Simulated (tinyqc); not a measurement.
# Inputs raised by 10 %, one at a time

Model: defect equilibria of an oxide against oxygen pressure (mass action). Computed by tinyqc, a small Python program. Command: `OMP_NUM_THREADS=1 python tinyqc.py 3009189 3009190 out.jsonl brouwer sens`. One thread of a shared host (Intel(R) Xeon(R) Processor @ 2.30GHz), about 0.01 s of CPU time with the checks.

Defects: oxygen vacancies V (charge +2), electrons n, holes p, the ionic partner X = V_M'' (charge -2), and the dopant. Activities are taken equal to concentrations.

Inputs (values chosen for the exercise, for a model oxide): reduction enthalpy H_r = 3.71 eV; prefactor K_r0 = 2.1e+68 cm^-9 atm^(1/2); gap E_g = 2.95 eV; prefactor N_c N_v = 3.9e+42 cm^-6; disorder enthalpy H_s = 3.79 eV; prefactor K_s0 = 5.3e+44 cm^-6; dopant density N_d = 3.2e+17 cm^-3; temperature T = 700 K; oxygen pressure P = 6e-06 atm; electron mobility mu_n = 0.46 cm^2/(V s); hole mobility mu_p = 0.12 cm^2/(V s); vacancy diffusion prefactor D_0 = 0.0045 cm^2/s; vacancy migration energy E_m = 0.83 eV.

Ionic disorder: Schottky, oxide MO. Dopant (singly charged, fully ionised): acceptor.

Constants: k_B = 8.617333262e-05 eV/K; e = 1.602176634e-19 C.

Method:
- K_r = K_r0 exp(-H_r/k_B T) = [V] n^2 P^(1/2); K_i = N_c N_v exp(-E_g/k_B T) = n p; K_s = K_s0 exp(-H_s/k_B T) = [X] [V].
- Neutrality: 2 [V] + p = n + 2 [X] + N_d. With n as the unknown, [V] = K_r/(n^2 P^(1/2)), p = K_i/n, [X] = K_s/[V]; the log ratio is ln(positive/negative).
- The root is found by 60 bisections in ln n between n = 1e-10 and 1e25 cm^-3.
- sigma_n = e n mu_n, sigma_p = e p mu_p, sigma_ion = 2 e [V] mu_V with mu_V = 2 e D/(k_B T) and D = D_0 exp(-E_m/k_B T); only the oxygen vacancies carry ionic current, and the ionic transport number is sigma_ion over the total.

Runs:
```
input moved                          from        to   n (cm^-3)  [V] (cm^-3)   p (cm^-3)  ionic transport number
base run                                -         -  3.2291e+13   1.6002e+17  6.9650e+07                0.003388
reduction enthalpy H_r (eV)          3.71     4.081  1.4913e+12   1.6000e+17  1.5081e+09                0.068537
gap E_g (eV)                         2.95     3.245  3.2291e+13   1.6002e+17  5.2362e+05                0.003388
disorder enthalpy H_s (eV)           3.79     4.169  3.2291e+13   1.6002e+17  6.9650e+07                0.003388
dopant density N_d (cm^-3)        3.2e+17  3.52e+17  3.0788e+13   1.7602e+17  7.3049e+07                0.003906
temperature T (K)                     700       770  5.2829e+14   1.6026e+17  3.6304e+08                0.000660
oxygen pressure P (atm)             6e-06   6.6e-06  3.1530e+13   1.6002e+17  7.1330e+07                0.003469
prefactor K_r0 (cm^-9 atm^(1/2))  2.1e+68  2.31e+68  3.3867e+13   1.6002e+17  6.6409e+07                0.003231
```

Exponents ln(y'/y) / ln(x'/x):
```
input                         n     [V]        p  ionic transport number
reduction enthalpy H_r  -32.265  -0.001   32.265                  31.552
gap E_g                   0.000   0.000  -51.311                   0.000
disorder enthalpy H_s     0.000   0.000    0.000                   0.000
dopant density N_d       -0.500   1.000    0.500                   1.494
temperature T            29.324   0.016   17.323                 -17.155
oxygen pressure P        -0.250   0.000    0.250                   0.249
prefactor K_r0            0.500   0.000   -0.500                  -0.498
```

Which inputs matter most for each result?

Among the inputs moved here: n answers most in size to reduction enthalpy H_r (exponent -32.265), next to temperature T (+29.324); its exponent is below 0.0005 for gap E_g, disorder enthalpy H_s. [V] answers most in size to dopant density N_d (exponent +1.000), next to temperature T (+0.016); its exponent is below 0.0005 for gap E_g, disorder enthalpy H_s, oxygen pressure P, prefactor K_r0. Its exponent +1.000 in dopant density N_d: acceptors are compensated by oxygen vacancies. p answers most in size to gap E_g (exponent -51.311), next to reduction enthalpy H_r (+32.265); its exponent is below 0.0005 for disorder enthalpy H_s. Ionic transport number answers most in size to reduction enthalpy H_r (exponent +31.552), next to temperature T (-17.155); its exponent is below 0.0005 for gap E_g, disorder enthalpy H_s.
